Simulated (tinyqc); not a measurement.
Threshold-voltage variability of a planar MOSFET, analytic estimates: one step of the calculation.

Three independent sources add in quadrature: random dopants in the depleted layer, metal-gate grains of two orientations, and roughness of the two gate edges acting through the roll-off VT = VT(long) - Vr exp(-L/l). These are first-order estimates: no three-dimensional electrostatics, no percolation.

Task. Metal grains and edge roughness. Grains: Ng = L W/G^2 (at least 1), s2 = dW sqrt(p (1 - p)/Ng). Edges, with exponential correlation and u = W/La: the mean gate length has sL^2 = 2 De^2 (2/u)[1 - (1 - exp(-u))/u]; s3 = sL (Vr/l) exp(-L/l).

Parameters, values chosen for the exercise; material values close to those of silicon: gate length L = 20 nm; gate width W = 60 nm; metal grain size G = 15 nm; work-function difference of the two grain orientations dW = 0.2 eV; share of the orientation of higher work function p = 0.3; rms roughness of one gate edge De = 0.8 nm; correlation length of the roughness La = 30 nm; decay length of the threshold roll-off l = 4.1 nm; prefactor of the roll-off Vr = 1.4 V.

Find: Ng; s2; sL; dVT/dL; s3.

Result.

Ng = 5.333
s2 = 39.69 mV
sL = 0.8524 nm
dVT/dL = 2.599 mV/nm
s3 = 2.216 mV

Program tinyqc, `OMP_NUM_THREADS=1 python tinyqc.py 2090068 2090069 out.jsonl`; Intel Xeon 2.30GHz, shared host, one thread, about 0.01 s.
